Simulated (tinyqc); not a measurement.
From results back to parameters: alloy A(1-x)B(x) by interpolation with bowing. Four cases, with inputs chosen for the exercise.

Problem. An unstrained alloy A(1-x)B(x) follows Vegard, a(x) = (1 - x) a_A + x a_B, and E(x) = (1 - x) E_A + x E_B - C x (1 - x) at Gamma. Its lattice constant and gap are given.

Find: x; linear part of the gap; C.

Method. x = (a - a_A)/(a_B - a_A); the bowing is the shortfall against the linear part divided by x (1 - x).

Case 1.

Values chosen (out of a larger set: A near Ge, B near Si; not measured data): a = (5.653, 5.423) angstrom (lattice constant of A, B); Eg = (0.894, 4.193) eV (gap at Gamma to the s-like level of A, B).

a(x) = 5.609300 angstrom
gap at Gamma = 1.472331 eV

Solution.

x = 0.190
linear part of the gap = 1.5208 eV
C = 0.315 eV

Case 2.

Values chosen (out of a larger set: A near InAs, B near AlAs; not measured data): a = (6.059, 5.665) angstrom (lattice constant of A, B); Eg = (0.422, 3.132) eV (gap at Gamma to the s-like level of A, B).

a(x) = 5.948680 angstrom
gap at Gamma = 1.019520 eV

Solution.

x = 0.280
linear part of the gap = 1.1808 eV
C = 0.800 eV

Case 3.

Values chosen (out of a larger set: A near AlAs, B near InAs; not measured data): a = (5.659, 6.067) angstrom (lattice constant of A, B); Eg = (3.119, 0.413) eV (gap at Gamma to the s-like level of A, B).

a(x) = 6.026200 angstrom
gap at Gamma = 0.615020 eV

Solution.

x = 0.900
linear part of the gap = 0.6836 eV
C = 0.762 eV

Case 4.

Values chosen (out of a larger set: A near Si, B near Ge; not measured data): a = (5.426, 5.665) angstrom (lattice constant of A, B); Eg = (4.245, 0.885) eV (gap at Gamma to the s-like level of A, B).

a(x) = 5.636320 angstrom
gap at Gamma = 1.264968 eV

Solution.

x = 0.880
linear part of the gap = 1.2882 eV
C = 0.220 eV

Computed by tinyqc, one run a case: `OMP_NUM_THREADS=1 python tinyqc.py N N+1 out.jsonl` with N = 1080531, 1080535, 1080589, 1080596; one thread of a shared Intel(R) Xeon(R) Processor @ 2.30GHz, about 0.01 s a run at most.
